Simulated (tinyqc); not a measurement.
Worked calculation: defect, radiative and Auger recombination at equal electron and hole densities (ABC model). Values are carried at full precision from step to step, so a last printed digit may differ when a step is redone from the rounded ones.

J/(e d) = Ae n + B n^2 + C n^3 with Ae = A + 4 S/w (four side walls, carriers spread evenly), e = 1.602176634e-19 C, lengths in cm; internal efficiency IQE = B n^2/(Ae n + B n^2 + C n^3); all injected carriers recombine in the layer.

Inputs chosen for the exercise (orders of magnitude like those quoted for GaAs; shifted at random, so the results belong to these values and not to a real crystal): A = 9800000 1/s (defect rate); B = 1e-10 cm^3/s (radiative coefficient); C = 1.8e-30 cm^6/s (Auger coefficient); S = 12 cm/s (recombination velocity of the side walls); w = 51 micrometre (side of the square mesa); d = 180 nm (active thickness); J = 1000 A/cm^2 (current density); ex = 0.24 (extraction efficiency); Eph = 1.42 eV (photon energy).

## The efficiency peak

IQE peaks at n_p = sqrt(Ae/C); with Q = B/sqrt(Ae C), IQE_max = Q/(Q + 2).

Ae = 9.809e+06 1/s
n_p = 2.334e+18 1/cm^3
Q = 23.80
IQE_max = 0.922
J at the peak = 1.70e+03 A/cm^2

The side walls supply 0 % of Ae.

## Carrier density at the given current

G = J/(e d). Newton steps from the smallest of G/Ae, sqrt(G/B) and (G/C)^(1/3); stop when the relative step is below 1e-9.

G = 3.468e+26 1/(cm^3 s)

Newton steps:
```
step  n (1/cm^3)   rate/G  relative step
1     1.8621e+18  1.08620         -0.040
2     1.7876e+18  1.00176       -0.00089
3     1.7860e+18  1.00000       -4.0e-07
4     1.7860e+18  1.00000       -8.3e-14
```

n = 1.786e+18 1/cm^3

The start is an upper bound and the function is convex, so the steps fall monotonically; 4 are needed.

## Shares, lifetimes and light

Shares of the three paths; lifetime n/G = 1/(Ae + B n + C n^2); differential lifetime 1/(Ae + 2 B n + 3 C n^2) and bandwidth 1/(2 pi tau_d); optical power density ex IQE J Eph/e.

shares: defect 0.0505, radiative 0.9199, Auger 0.0296

lifetime = 5.15 ns
differential lifetime = 2.60 ns
bandwidth = 61.2 MHz
optical power density = 314 W/cm^2

The radiative path is the largest; the device runs below its efficiency peak, where the defect and Auger shares are equal.

## Checks

- Density from Newton steps against bisection (1/cm^3): both 1.7860e+18.

Program tinyqc; command `OMP_NUM_THREADS=1 python tinyqc.py 1681489 1681490 out.jsonl`; about 0.01 s on one thread of a shared Intel(R) Xeon(R) Processor @ 2.30GHz.
